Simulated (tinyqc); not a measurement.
# Via and link resistance from two via chains

Inverse problem. A chain of 2000 vias joined by 2000 metal links has R = 2000 (Rv + Rlink), with Rlink proportional to the link length. Find Rv, Rlink for length L, and the value of Rv that the short chain would give if the links were ignored.

resistance of chains of 2000 links with link lengths L and 3 L (ohm): 26600  31800

Answer. R per link is a straight line in the link length; its intercept at zero length is Rv.

Rv = 12.00 ohm
Rlink = 1.300 ohm
Rv without correction = 13.30 ohm

Program tinyqc, `OMP_NUM_THREADS=1 python tinyqc.py 2750021 2750022 out.jsonl`; Intel Xeon 2.30GHz, shared host, one thread, about 0.01 s.
